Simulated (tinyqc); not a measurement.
# Changing the temperature of the worked step T

Model: nucleation and growth of vacancy voids in a cooling silicon-like crystal. Computed by tinyqc, a small Python program. Command: `OMP_NUM_THREADS=1 python tinyqc.py 3026211 3026212 out.jsonl voids sweep`. One thread of a shared host (Intel(R) Xeon(R) Processor @ 2.30GHz), about 0.04 s of CPU time with the checks.

Spherical voids; vacancies are lost only to voids.

Inputs (values chosen for the exercise, close to those used for silicon):

| quantity | value | unit |
|---|---|---|
| vacancy density at the melting point C_m | 8.3e+14 | 1/cm^3 |
| formation energy E_f | 4.13 | eV |
| melting point T_m | 1685 | K |
| diffusion prefactor D0 | 0.0012 | cm^2/s |
| migration energy E_m | 0.43 | eV |
| site density rho | 5e+22 | 1/cm^3 |
| void surface energy gamma | 0.985 | J/m^2 |
| vacancy excess C0 | 7.5e+13 | 1/cm^3 |

Vacancy supply: given.

Constants: k_B = 8.617333262e-05 eV/K; k_B = 1.380649e-23 J/K; e = 1.602176634e-19 C.

Method. C = C0 as given. C_e = C_m exp[-(E_f/k_B)(1/T - 1/T_m)]; D = D0 exp(-E_m/(k_B T)); f = k_B T ln(C/C_e); r* = 2 gamma/(rho f); W* = 16 pi gamma^3/(3 rho^2 f^2); Z = f/sqrt(12 pi W* k_B T); I = rho Z (4 pi r* D C) exp(-W*/(k_B T)).

One run for each value:

| temperature of the worked step T (K) | rate I (1/(cm^3 s)) | W*/(k_B T) | critical radius r* (nm) | C_e (1/cm^3) |
|---|---|---|---|---|
| 1300 | 4.1639e+11 | 30.57 | 0.36467 | 1.8230e+11 |
| 1320 | 2.9720e+09 | 35.48 | 0.39588 | 3.1869e+11 |
| 1360 | 1.1782e+03 | 50.13 | 0.47764 | 9.2715e+11 |
| 1370 | 6.3081e+00 | 55.33 | 0.50364 | 1.1991e+12 |
| 1390 | 9.4183e-06 | 68.68 | 0.56518 | 1.9836e+12 |
| 1410 | 4.0244e-14 | 87.86 | 0.64385 | 3.2349e+12 |
| 1430 | 8.7237e-27 | 116.91 | 0.74796 | 5.2039e+12 |

Give the missing row, temperature of the worked step T (K) = 1340.

Computed row:
```
temperature of the worked step T (K)  rate I (1/(cm^3 s))  W*/(k_B T)  critical radius r* (nm)  C_e (1/cm^3)
1340                                           5.1408e+06       41.80                  0.43293    5.4793e+11
```

Interpolating between the two neighbouring rows (linearly) misses most in rate I (1/(cm^3 s)), by a factor of 290. Over the rows, rate I (1/(cm^3 s)) falls from 4.16e11 to 8.72e-27 (exponent d ln y / d ln x -320 between the first rows and -2100 between the last); W*/(k_B T) rises from 30.6 to 117 (exponent d ln y / d ln x 9.8 between the first rows and 20 between the last); critical radius r* (nm) rises from 0.365 to 0.748 (exponent d ln y / d ln x 5.4 between the first rows and 11 between the last).

Caution (rows 1300): at such a rate voids would have used up the initial excess before the crystal cooled to this T.
